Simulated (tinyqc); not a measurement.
From results back to parameters: Slater-Koster d bands of an fcc metal.

Problem. In an fcc d band with nearest neighbours E(t2g, Gamma) = 3 dds + 4 ddp + 5 ddd, E(eg, Gamma) = 1.5 dds + 6 ddp + 4.5 ddd, and at X = (1,0,0) the yz state has 3 dds - 4 ddp - 3 ddd. The three levels come from hidden integrals.

levels (eV): t2g Gamma -0.6020, eg Gamma 0.5550, yz at X -2.0180

Find: dds, ddp, ddd.

Solution. Three linear equations: the first less the third is 8 (ddp + ddd); twice the second less the first is 8 ddp + 4 ddd; their difference gives ddd.

dds, ddp, ddd (eV): -0.412  0.251  -0.074

Run: tinyqc, `OMP_NUM_THREADS=1 python tinyqc.py 1452815 1452816 out.jsonl`; Intel(R) Xeon(R) Processor @ 2.30GHz, one thread, shared host; about 0.03 s of CPU time with all checks.
